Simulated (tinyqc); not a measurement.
Single-oscillator infrared dielectric function of a polar cubic crystal: one step, computed by the program tinyqc.

One ion pair, charges +Z* and -Z*, in a cell of volume Omega = a^3/4. Frequencies omega are given as wavenumbers (1/cm); eps_s is the static dielectric constant.

Task: Optical constants at the probe frequency. eps(omega) = eps_inf + W^2/(omega_TO^2 - omega^2 - i gamma omega) - eps_inf omega_p^2/(omega^2 + i gamma_p omega); n + i k = sqrt(eps) with k >= 0; R = |(n + i k - 1)/(n + i k + 1)|^2 at normal incidence from vacuum. omega is the probe ratio times omega_TO. Intensity decays over 1/(4 pi omega k); the loss function is Im(-1/eps).

Inputs (values chosen for the exercise, modelled on cubic silicon carbide):

| quantity | value | unit |
|---|---|---|
| omega_TO | 787 | 1/cm |
| eps_inf | 6.54 | - |
| phonon damping gamma | 4.5 | 1/cm |
| probe frequency / omega_TO | 0.75 | - |

Structure: zinc blende. Free carriers: present.

W = 1397.296 1/cm

omega_p = 140.2089 1/cm

gamma_p = 486.3172 1/cm

Give: omega; Re eps; Im eps; n; k; reflectivity R; penetration depth of the intensity; loss function.

Result:

omega = 590.25 1/cm

Re eps = 13.52

Im eps = 0.2517

n = 3.678

k = 0.03422

reflectivity R = 0.3277

penetration depth of the intensity = 39.39 micrometre

loss function = 0.001376

Re eps is positive and k is small against n: the wave propagates. Caution: gamma_p is not small against omega_p, so the plasmon is strongly damped and a plasmon-like coupled mode marks no sharp feature.
